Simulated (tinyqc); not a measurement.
Trench capacitor in an array: capacitance, non-linearity, leakage and relaxation: capacitance, non-linearity and leakage against thickness.

A film between two metal electrodes, each interface adding a series capacitance ci. The small-signal permittivity is ek (1 + aq E^2); the field is found with the linear permittivity. Leakage J = J0 sinh(E/Ef). After a voltage step the film passes a relaxation current kr C V tt^(-nr), tt being the time in seconds. The sidewall is a coaxial capacitor with radii a = dm/2 - t and b = dm/2, depth AR dm; the end face is left out.

Planar film: Cf = eps0 ek/t, 1/C = 1/Cf + 2/ci, EOT = 3.9 eps0/C, effective permittivity C t/eps0, E = (V/t) C/Cf; quadratic coefficient [C(V)/C - 1]/V^2 with Cf (1 + aq E^2) in C(V).

Inputs (values chosen for the exercise); permittivity of the order of that of titanium dioxide:
- ek = 73.4 (relative permittivity of the film)
- ci = 1000 uF/cm^2 (capacitance of each electrode interface (dead layer and screening))
- aq = 0.03 cm^2/MV^2 (quadratic field coefficient of the permittivity)
- V = 0.9 V (bias)
- J0 = 6.9e-10 A/cm^2 (leakage prefactor)
- Ef = 0.37 MV/cm (field for an e-fold rise of the leakage)

Constants: eps0 = 8.8541878128e-14 F/cm where lengths are in cm. Results are converted to the units shown.

Results:

| t (nm) | C (uF/cm^2) | EOT (nm) | effective permittivity | E (MV/cm) | quadratic coefficient (ppm/V^2) | J (A/cm^2) |
|---|---|---|---|---|---|---|
| 3.2 | 19.52 | 0.1769 | 70.53 | 2.703 | 2.578e5 | 5.131e-7 |
| 4.6 | 13.74 | 0.2513 | 71.38 | 1.903 | 1.300e5 | 5.905e-8 |
| 6.7 | 9.515 | 0.3629 | 72.00 | 1.318 | 6.302e4 | 1.214e-8 |
| 9.6 | 6.679 | 0.5170 | 72.42 | 0.9250 | 3.125e4 | 4.174e-9 |
| 20 | 3.229 | 1.070 | 72.93 | 0.4471 | 7355 | 1.052e-9 |
| 29 | 2.231 | 1.548 | 73.07 | 0.3090 | 3520 | 6.455e-10 |
| 42 | 1.543 | 2.239 | 73.17 | 0.2136 | 1685 | 4.209e-10 |
| 60 | 1.081 | 3.195 | 73.24 | 0.1497 | 827.9 | 2.868e-10 |

Estimate the missing row, t = 14 nm.

Computed row:

| t (nm) | C (uF/cm^2) | EOT (nm) | effective permittivity | E (MV/cm) | quadratic coefficient (ppm/V^2) | J (A/cm^2) |
|---|---|---|---|---|---|---|
| 14 | 4.599 | 0.7508 | 72.72 | 0.6369 | 1.489e4 | 1.868e-9 |

With this row back in the table: C falls from 19.5 to 1.08 uF/cm^2 while the effective permittivity goes from 70.5 to 73.2 (ek = 73.4). EOT is a straight line in t with slope 3.9/ek = 0.0531 and intercept 0.00691 nm. The quadratic coefficient goes as t^(-1.89) between the first two rows and t^(-1.99) between the last two (-2 without interfaces), and J falls by 3.25 decades. For t = 3.2 direct tunnelling, left out, would add to the leakage.

Numbers from tinyqc (`OMP_NUM_THREADS=1 python tinyqc.py 2102143 2102144 out.jsonl`; about 0.01 s on one thread of a shared Intel Xeon 2.30GHz).
